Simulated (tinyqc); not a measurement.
Occupation against the Fermi level: defect-molecule model of a vacancy with Jahn-Teller distortion.

Four dangling hybrids a, b, c, d point into the vacancy: H_ii = E0, and -gm between any two. A tetragonal distortion Q pairs a with b and c with d: those two couplings become -gm - I Q and the other four -gm + I Q/2, at an elastic cost k Q^2/2. The a1 level holds two electrons; charge states 2+, + and 0 put n = 0, 1, 2 more into the lowest level of t2 origin. Energy from the 2+ state at Q = 0, with the Fermi level mu counted from Ev: W_n(Q) = n (et - 2 I Q) + k Q^2/2 + Uc n (n - 1)/2 - n mu. et = E0 + gm is the undistorted t2 level.

Constants: kB = 8.617333262e-05 eV/K.

Values chosen for the exercise (of the size used for the vacancy in silicon; the results hold for these values, not for the real material): E0 = -0.14 eV (level of a dangling hybrid, from Ev); gm = 0.42 eV (coupling between two dangling hybrids); I = 1 eV/angstrom (Jahn-Teller coupling); k = 15.4 eV/angstrom^2 (force constant of the mode); Uc = 0.21 eV (repulsion of two electrons in one orbital); T = 150 K (temperature); mu1 = 0.01 eV (first Fermi level).

Weights g_n exp(-W_n/kT) with W_n = n et - n^2 E_JT + Uc n (n - 1)/2 - n mu, E_JT = 2 I^2/k, degeneracies 1, 6 (spin and three axes) and 3; mu = mu1 + 0.03 j eV.

Shares:
```
mu (eV)      2+       +       0  mean charge
0.01     0.9999  0.0001  0.0000       1.9999
0.04     0.9988  0.0012  0.0000       1.9988
0.07     0.9874  0.0120  0.0006       1.9868
0.10     0.8443  0.1048  0.0508       1.7935
0.13     0.1175  0.1485  0.7340       0.3835
0.16     0.0015  0.0195  0.9790       0.0225
0.19     0.0000  0.0019  0.9980       0.0020
0.25     0.0000  0.0000  1.0000       0.0000
```

Give the missing row, mu (eV) = 0.22.

Computed row:
```
mu (eV)      2+       +       0  mean charge
0.22     0.0000  0.0002  0.9998       0.0002
```

U_eff = Uc - 2 E_JT = -0.050 eV and kT = 12.9 meV. The + state reaches at most 14.9 % on these rows, at mu = 0.13 eV. The mean charge goes from 2.00 to 0.00.

Computed by tinyqc, a small Python program: `OMP_NUM_THREADS=1 python tinyqc.py 1450430 1450431 out.jsonl` (the numbers bound the seed that draws the inputs); one thread of a shared host (Intel(R) Xeon(R) Processor @ 2.30GHz), about 0.01 s for the whole set of steps.
